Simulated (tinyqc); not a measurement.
p-n diode with diffusion and depletion-layer recombination: two steps of the calculation.

Abrupt junction in the depletion approximation, low injection, full ionisation, neutral widths fixed, ohmic contact on the p side. Vj is the junction voltage; where a series resistance Rs is given, V = Vj + J Rs is the terminal voltage.

Values chosen for this exercise; band and dielectric values close to those of indium phosphide:
- T = 450 K (temperature)
- Eg = 1.34 eV (band gap)
- eps_r = 12.6 (relative permittivity)
- Nc = 1.03e18 cm^-3 (conduction-band density of states at T)
- Nv = 2.04e19 cm^-3 (valence-band density of states at T)
- Na = 7.7e17 cm^-3 (acceptor density)
- Nd = 3.1e16 cm^-3 (donor density)
- tn = 2e-6 s (electron lifetime)
- tp = 2e-7 s (hole lifetime)
- Rs = 0.00015 ohm cm^2 (series resistance)
- Et = 0 eV (trap level above the intrinsic level)
- Vj = 0.8 V (junction voltage at which recombination is evaluated)
- V = 1.17 V (terminal voltage)

Constants: q = 1.602176634e-19 C, kB = 1.380649e-23 J/K, Vt = kB T/q, eps0 = 8.8541878128e-14 F/cm where lengths are in cm. Results are converted to the units shown.

Problem 1. Recombination in the depleted layer. ni = sqrt(Nc Nv) exp(-Eg/(2 Vt)), Eg in volts. Vbi = Vt ln(Na Nd/ni^2), W = sqrt(2 eps0 eps_r (Vbi - Vj)(1/Na + 1/Nd)/q), xp = W Nd/(Na + Nd), xn = W Na/(Na + Nd); u(x) = q Na (x + xp)^2/(2 eps0 eps_r) for x < 0 and Vbi - Vj - q Nd (xn - x)^2/(2 eps0 eps_r) for x > 0; p = Na exp(-u/Vt), n = Nd exp((u - Vbi + Vj)/Vt); U = ni^2 (exp(Vj/Vt) - 1)/(tp (n + ni exp(Et/Vt)) + tn (p + ni exp(-Et/Vt))); J_scr = q times the integral of U from -xp to xn. Trapezoid rule on 16 equal steps.

Wanted: W; x; u; n; p; U; J_scr.

Solution 1.

W = 113.8 nm

```
point  x (nm)   u (V)  n (cm^-3)  p (cm^-3)  U (cm^-3 s^-1)
0        -4.4  0.0000   2.445e13   7.700e17        1.222e19
1         2.7  0.0237   4.510e13   4.174e17        2.255e19
2         9.8  0.0564   1.047e14   1.798e17        5.234e19
3        16.9  0.0868   2.293e14   8.211e16        1.146e20
4        24.0  0.1149   4.738e14   3.973e16        2.366e20
5        31.2  0.1408   9.239e14   2.038e16        4.598e20
6        38.3  0.1645   1.700e15   1.107e16        8.371e20
7        45.4  0.1859   2.951e15   6.379e15        1.410e21
8        52.5  0.2050   4.834e15   3.894e15        2.150e21
9        59.6  0.2219   7.473e15   2.519e15        2.881e21
10       66.7  0.2365   1.090e16   1.727e15        3.341e21
11       73.8  0.2489   1.500e16   1.255e15        3.416e21
12       80.9  0.2591   1.948e16   9.663e14        3.229e21
13       88.1  0.2669   2.387e16   7.886e14        2.964e21
14       95.2  0.2726   2.760e16   6.820e14        2.734e21
15      102.3  0.2760   3.011e16   6.251e14        2.588e21
16      109.4  0.2771   3.100e16   6.073e14        2.539e21
```

J_scr = 0.003158 A/cm^2

Problem 2. New Vj. Diffusion current alone: J = J0 (exp(Vj/Vt) - 1), g = Vj + J Rs - V, g' = 1 + Rs J0 exp(Vj/Vt)/Vt, Vj(new) = Vj - g/g'.

Vj after iteration 1 = 1.1699910 V
J0 = J0n + J0p = 1.0419835e-9 A/cm^2

Find: J; g; g'; Vj after iteration 2.

Solution 2.

J = 13219 A/cm^2
g = 1.9828 V
g' = 52.132
Vj after iteration 2 = 1.1320 V

Computed by the program tinyqc: `OMP_NUM_THREADS=1 python tinyqc.py 2260118 2260119 out.jsonl`, one thread of a shared Intel Xeon 2.30GHz, about 0.01 s for the whole run.
